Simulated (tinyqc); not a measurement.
# Threshold-voltage variability of a planar MOSFET, analytic estimates: what changes with what

Three independent sources add in quadrature: random dopants in the depleted layer, metal-gate grains of two orientations, and roughness of the two gate edges acting through the roll-off VT = VT(long) - Vr exp(-L/l). These are first-order estimates: no three-dimensional electrostatics, no percolation.

Parameters, values chosen for the exercise; material values close to those of silicon:

| symbol | value | unit | meaning |
|---|---|---|---|
| T | 300 | K | temperature |
| Eg | 1.12 | eV | band gap |
| eps_r | 11.5 |  | relative permittivity of the semiconductor |
| Nc | 2.82e19 | cm^-3 | conduction-band density of states at T |
| Nv | 2.7e19 | cm^-3 | valence-band density of states at T |
| Na | 5.2e18 | cm^-3 | channel doping |
| ti | 1.5 | nm | oxide-equivalent thickness in inversion |
| L | 45 | nm | gate length |
| W | 83 | nm | gate width |
| G | 15 | nm | metal grain size |
| dW | 0.1 | eV | work-function difference of the two grain orientations |
| p | 0.4 |  | share of the orientation of higher work function |
| De | 1.5 | nm | rms roughness of one gate edge |
| La | 10 | nm | correlation length of the roughness |
| l | 7.8 | nm | decay length of the threshold roll-off |
| Vr | 1.3 | V | prefactor of the roll-off |

Constants: q = 1.602176634e-19 C, kB = 1.380649e-23 J/K, Vt = kB T/q, eps0 = 8.8541878128e-14 F/cm where lengths are in cm. Results are converted to the units shown.

Each table varies one quantity; the others keep the values above.

## Effect of the channel doping

ni = sqrt(Nc Nv) exp(-Eg/(2 Vt)), Eg in volts; Cox = 3.9 eps0/ti; Wd = sqrt(4 eps0 eps_r Vt ln(Na/ni)/(q Na)); dopants: s1 = (q/Cox) sqrt(Na Wd/(3 L W)). Grains: Ng = L W/G^2 (at least 1), s2 = dW sqrt(p (1 - p)/Ng). Edges, with exponential correlation and u = W/La: the mean gate length has sL^2 = 2 De^2 (2/u)[1 - (1 - exp(-u))/u]; s3 = sL (Vr/l) exp(-L/l). s = sqrt(s1^2 + s2^2 + s3^2). l and Vr are held fixed.

The same in every row: s2 (mV) = 12.024; s3 (mV) = 0.50818.

Results:

| Na (cm^-3) | s1 (mV) | s (mV) | s sqrt(L W) (mV um) |
|---|---|---|---|
| 1.5e17 | 7.4191 | 14.138 | 0.86403 |
| 2.6e17 | 8.5831 | 14.782 | 0.90339 |
| 4.7e17 | 10.038 | 15.671 | 0.95776 |
| 8.2e17 | 11.627 | 16.734 | 1.0227 |
| 1.5e18 | 13.633 | 18.185 | 1.1113 |
| 2.6e18 | 15.756 | 19.826 | 1.2117 |
| 8e18 | 21.165 | 24.347 | 1.4880 |

Estimate the missing row, Na = 4.5e18 cm^-3.

Computed row:

| Na (cm^-3) | s1 (mV) | s (mV) | s sqrt(L W) (mV um) |
|---|---|---|---|
| 4.5e18 | 18.199 | 21.818 | 1.3334 |

With this row back in the table: As Na goes from 1.5e17 to 8e18 cm^-3, s rises from 14.1 to 24.3 mV. The largest source is the grains in the first row and the dopants in the last. s1 goes on average as Na^(0.26), near the 1/4 expected from Na Wd. For Na = 1.5e17 to 4.7e17 cm^-3 the depletion depth exceeds L, so source and drain share much of the charge and s1 is rough.

## Scaling length and width together

Same model as above.

l and Vr are held fixed. W = 1.844444444 L in every row; l is held fixed.

Scaling length and width together:

| L (nm) | s1 (mV) | s2 (mV) | s3 (mV) | s (mV) | s sqrt(L W) (mV um) |
|---|---|---|---|---|---|
| 29 | 29.33 | 18.66 | 4.736 | 35.08 | 1.382 |
| 36 | 23.63 | 15.03 | 1.770 | 28.06 | 1.372 |
| 44 | 19.33 | 12.30 | 0.5833 | 22.92 | 1.370 |
| 54 | 15.75 | 10.02 | 0.1480 | 18.67 | 1.369 |
| 66 | 12.89 | 8.198 | 0.02903 | 15.27 | 1.369 |
| 81 | 10.50 | 6.680 | 0.003862 | 12.45 | 1.369 |
| 99 | 8.592 | 5.465 | 3.498e-4 | 10.18 | 1.369 |

Read the table: what changes, and by how much?

As L goes from 29 to 99 nm, s falls from 35.1 to 10.2 mV. The dopants are the largest source in the first and the last row. The product s sqrt(L W) falls from 1.38 to 1.37 mV um: s1 and s2 go as 1/sqrt(L W), so the change comes from s3 alone.

## Effect of the oxide-equivalent thickness in inversion

Same model as above.

l and Vr are held fixed.

The same in every row: s2 (mV) = 12.024; s3 (mV) = 0.50818.

Effect of the oxide-equivalent thickness in inversion:

| ti (nm) | s1 (mV) | s (mV) | s sqrt(L W) (mV um) |
|---|---|---|---|
| 0.8 | 10.081 | 15.699 | 0.95947 |
| 1.2 | 15.122 | 19.327 | 1.1811 |
| 1.6 | 20.163 | 23.481 | 1.4351 |
| 2 | 25.204 | 27.930 | 1.7069 |
| 2.4 | 30.244 | 32.551 | 1.9893 |
| 2.8 | 35.285 | 37.281 | 2.2784 |
| 3.2 | 40.326 | 42.083 | 2.5719 |

What does the table show?

As ti goes from 0.8 to 3.2 nm, s rises from 15.7 to 42.1 mV. The largest source is the grains in the first row and the dopants in the last. s1 goes on average as ti^(1.00).

Numbers from tinyqc (`OMP_NUM_THREADS=1 python tinyqc.py 2090067 2090068 out.jsonl`; about 0.01 s on one thread of a shared Intel Xeon 2.30GHz).
